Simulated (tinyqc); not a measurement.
Transfer curve: field-effect mobility of a thin-film transistor with band-tail and deep states (multiple trapping). Computed by tinyqc, a small Python program. Command: `OMP_NUM_THREADS=1 python tinyqc.py 3029627 3029628 out.jsonl tft walk`. One thread of a shared host (Intel(R) Xeon(R) Processor @ 2.30GHz), about 0.08 s of CPU time with the checks.

A thick film in accumulation at small drain voltage. Only free electrons move; trapped ones still screen the gate. N_c and mu_0 are held fixed when T changes, leaving out the T^(3/2) growth of N_c. x = E_0 - psi is the distance of the Fermi level below the band edge.

Inputs (values chosen for the exercise, modelled on polycrystalline silicon):

| quantity | value | unit |
|---|---|---|
| permittivity eps | 11.7 | - |
| effective density of states N_c | 2.8e+19 | 1/cm^3 |
| band mobility mu_0 | 130 | cm^2/(V s) |
| tail density at the edge g_t | 8.3e+20 | 1/(eV cm^3) |
| tail width E_t | 34 | meV |
| deep-state density g_d | 2.3e+17 | 1/(eV cm^3) |
| flat-band Fermi level below the edge, E_0 | 0.54 | eV |
| equivalent oxide thickness t | 5.7 | nm |
| temperature T | 300 | K |

Deep states: included.

Constants: k_B = 8.617333262e-05 eV/K; e = 1.602176634e-19 C; eps_0 = 8.8541878128e-12 F/m.

Method:
- F_j(eta) = int_0^infinity x^j/(1 + exp(x - eta)) dx, without a gamma-function factor.
- Integrals over x = E/(k_B T) use 160 Gauss-Legendre points in u = sqrt(x) from 0 to sqrt(max(eta, 0) + 32).
- Free n(x) = N_c (2/sqrt(pi)) F_1/2(-x/k_B T), with F_1/2 from its two-term series in exp(-x/k_B T) for x >= 12 k_B T; tail n_t(x) = int_0^1.2eV g_t exp(-E/E_t)/(1 + exp((x - E)/k_B T)) dE, E counted down from the edge, 120 Gauss-Legendre points; deep charge g_d psi; space charge rho(psi) = n + n_t + g_d psi less its value at psi = 0.
- Poisson: F(psi) = sqrt((2 e/(eps eps_0)) int_0^psi rho dpsi'); V_G - V_FB = psi_s + eps F(psi_s) t/3.9; free sheet density N_f = int (n - n(E_0))/F dpsi; induced sheet density N_i = eps eps_0 F(psi_s)/e; trapezoid rule on 301 even points in psi, the first interval left out of N_f.
- mu_eff = mu_0 N_f/N_i; field-effect mobility mu_FE = mu_0 e (dN_f/dV_G)/C_ox and swing S = dV_G/dlog10(N_f), by a central difference of +/- 2 mV in psi_s; C_ox = 3.9 eps_0/t.

Against the band bending:

| psi_s (V) | V_G - V_FB (V) | N_f (1/cm^2) | mu_eff (cm^2/(V s)) | mu_FE (cm^2/(V s)) | S (mV/decade) |
|---|---|---|---|---|---|
| 0.19 | 0.2521 | 3.1566e+07 | 1.7483e-02 | 2.6069e-02 | 95.9 |
| 0.27 | 0.3628 | 4.4667e+08 | 1.6544e-01 | 3.5286e-01 | 100.3 |
| 0.33 | 0.4611 | 3.3062e+09 | 8.6682e-01 | 1.9552e+00 | 134.0 |
| 0.39 | 0.6097 | 2.1889e+10 | 3.4256e+00 | 6.9289e+00 | 250.2 |
| 0.43 | 0.7737 | 6.9974e+10 | 6.9994e+00 | 1.3301e+01 | 416.7 |
| 0.48 | 1.1146 | 2.7227e+11 | 1.4751e+01 | 2.7833e+01 | 774.7 |
| 0.51 | 1.4257 | 5.8982e+11 | 2.2145e+01 | 4.2523e+01 | 1098.4 |
| 0.55 | 2.0026 | 1.5300e+12 | 3.6212e+01 | 6.8708e+01 | 1763.1 |
| 0.59 | 2.7872 | 3.3920e+12 | 5.3077e+01 | 9.1951e+01 | 2920.2 |

What does the comparison show, and why?

The steepest swing among the rows is 96 mV/decade. mu_eff climbs from 0.017 to 53, 41 % of mu_0 in the last row. Between rows 6 and 7 N_f scales as (V_G - V_FB - psi_s)^2.11; an exponential tail holding all the charge would give the larger of 1 and 2 E_t/k_B T - 1, here 1.63, and free charge alone 1; charge in deep states makes the exponent larger and lets it vary with V_G.
